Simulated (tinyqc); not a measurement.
Static response in three, two and one dimensions: static screening by free carriers.

Lindhard at zero temperature: eps(q)/eps = 1 + (qTF/q)^2 L(x), x = q/(2 kF), L(x) = 1/2 + ((1 - x^2)/(4x)) ln|(1 + x)/(1 - x)|.

kF = 0.0180919 1/angstrom
qTF = 0.0299659 1/angstrom

x = q/(2 kF). Response over its long-wave value: L3 as above; L2 = 1 for x <= 1 and 1 - sqrt(1 - 1/x^2) beyond; L1 = ln|(1 + x)/(1 - x)|/(2x).

Response:

| x | L3 | L2 | L1 | eps(q)/eps, Lindhard 3D | Thomas-Fermi |
|---|---|---|---|---|---|
| 0.099 | 0.997 | 1.000 | 1.003 | 70.75 | 70.98 |
| 0.297 | 0.970 | 1.000 | 1.031 | 8.542 | 8.775 |
| 0.495 | 0.914 | 1.000 | 1.096 | 3.558 | 3.799 |
| 0.693 | 0.820 | 1.000 | 1.232 | 2.171 | 2.428 |
| 0.891 | 0.665 | 1.000 | 1.601 | 1.575 | 1.864 |
| 0.971 | 0.562 | 1.000 | 2.173 | 1.409 | 1.727 |
| 1.010 | 0.474 | 0.860 | 2.625 | 1.318 | 1.672 |
| 1.089 | 0.365 | 0.604 | 1.449 | 1.211 | 1.578 |
| 1.288 | 0.235 | 0.370 | 0.805 | 1.097 | 1.413 |
| 2.179 | 0.073 | 0.112 | 0.228 | 1.011 | 1.144 |

Give the missing row, x = 1.585.

Computed row:
```
x         L3     L2     L1  eps(q)/eps, Lindhard 3D  Thomas-Fermi
1.585  0.146  0.224  0.469                    1.040         1.273
```

Next to x = 1 the table has L3 = 0.562 and 0.474, L2 = 1.000 and 0.860, L1 = 2.173 and 2.625: an infinite slope in 3D, a kink in 2D and a logarithmic peak in 1D, where the whole Fermi surface is joined by 2 kF. These features give Friedel oscillations of period pi/kF = 174 angstrom at zero temperature; they wash out once kT nears EF, so this table, for T = 0, describes the gas only where EF is well above kT. Thomas-Fermi overstates eps(q) by 6.8 % at x = 0.495 and by 22.4 % at x = 1.585.

tinyqc: `OMP_NUM_THREADS=1 python tinyqc.py 1652459 1652460 out.jsonl`; about 0.01 s, one thread, shared Intel(R) Xeon(R) Processor @ 2.30GHz.
